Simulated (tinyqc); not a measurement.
## Schottky barrier on an n-type semiconductor with a doping step, non-linear Poisson equation by Newton steps: Capacitance-voltage profiling

One dimension, metal at x = 0, donor density C(x) = N1 for x < x1 and Nd beyond. Energies are counted from the electron Fermi level of the semiconductor and the conduction-band edge is Ec = -psi, so n = Nc exp(psi/Vt); holes follow the Fermi level of the metal, at -V, so p = Nv exp((V - psi - Eg)/Vt). Ends: psi(0) = V - phiB and psi = Vt ln(Nd/Nc) deep inside. Boltzmann statistics, full ionisation, no current, no image force in the Poisson equation.

The Poisson equation d/dx(eps0 eps_r dpsi/dx) = -q (p - n + C) is solved on a mesh of about 1000 nodes or more that ends in neutral material. C_s = q d/dV of the integral of n over x, from the linearised equation. Probed depth w = eps0 eps_r/C_s; apparent doping N_app = C_s^3/(q eps0 eps_r dC_s/dV), the derivative by central differences over +/- 0.02 V.

Parameters, values chosen for the exercise; band and dielectric values those of a made-up semiconductor: temperature T = 300 K; band gap Eg = 1.55 eV; relative permittivity eps_r = 10.5; conduction-band density of states at T Nc = 5.34e17 cm^-3; valence-band density of states at T Nv = 8.65e18 cm^-3; donor density deep in the semiconductor Nd = 2.2e16 cm^-3; barrier height phiB = 0.92 eV; depth of the doping step x1 = 140 nm; donor density above the step N1 = 2.2e15 cm^-3.

Constants: q = 1.602176634e-19 C, kB = 1.380649e-23 J/K, Vt = kB T/q, eps0 = 8.8541878128e-14 F/cm where lengths are in cm. Results are converted to the units shown.

The same in every row: true C(w) (cm^-3) = 2.20e16.

Results:
```
V (V)  C_s (nF/cm^2)  w (nm)  N_app (cm^-3)  |E_0| (kV/cm)
0               37.8     246        2.20e16           45.5
-0.22           34.6     268        2.20e16           54.0
-0.44           32.1     289        2.20e16           61.9
-0.89           28.4     328        2.20e16           76.5
-1.11           26.9     345        2.20e16           83.0
-1.33           25.7     361        2.20e16           89.3
-1.56           24.6     378        2.20e16           95.5
-1.78           23.7     393        2.20e16            101
-2              22.8     407        2.20e16            107
```

Estimate the missing row, V = -0.67 V.

Computed row:
```
V (V)  C_s (nF/cm^2)  w (nm)  N_app (cm^-3)  |E_0| (kV/cm)
-0.67           30.0     310        2.20e16           69.6
```

With this row back in the table: C_s falls from 37.8 to 22.8 nF/cm^2 while the probed depth goes from 246 to 407 nm. The apparent doping stays near 2.20e16 cm^-3. It departs most from the true doping at that depth for V = 0 V, where it is 0.030 % below it; so the doping is read well over the depths probed. The step lies inside the layer that is depleted at zero bias and is not seen.

tinyqc, about 0.07 s, one thread, Intel Xeon 2.30GHz (shared host): `OMP_NUM_THREADS=1 python tinyqc.py 2020038 2020039 out.jsonl`
